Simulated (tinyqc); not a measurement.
## Doping and voltage from widths and field

Question. In the depletion approximation an abrupt p-n junction has a triangular field: peak E = q Nd xn/(eps0 eps_r) = q Na xp/(eps0 eps_r), W = xn + xp, and Vbi - V = E W/2. Find Nd, Na and Vbi - V.

Inputs (values chosen for the exercise): relative permittivity eps_r = 11.7.

Constants: q = 1.602176634e-19 C, eps0 = 8.8541878128e-14 F/cm where lengths are in cm. Results are converted to the units shown.

W = 64.706142 nm
peak field = 292.23105 kV/cm
xn = 20.763911 nm

Solution. Gauss's law on each side gives its doping from the peak field and its width; the voltage is the area of the triangle.

Nd = 9.100e17 cm^-3
Na = 4.300e17 cm^-3
Vbi - V = 0.9455 V

Numbers from tinyqc (`OMP_NUM_THREADS=1 python tinyqc.py 2000072 2000073 out.jsonl`; about 0.02 s on one thread of a shared Intel Xeon 2.30GHz).
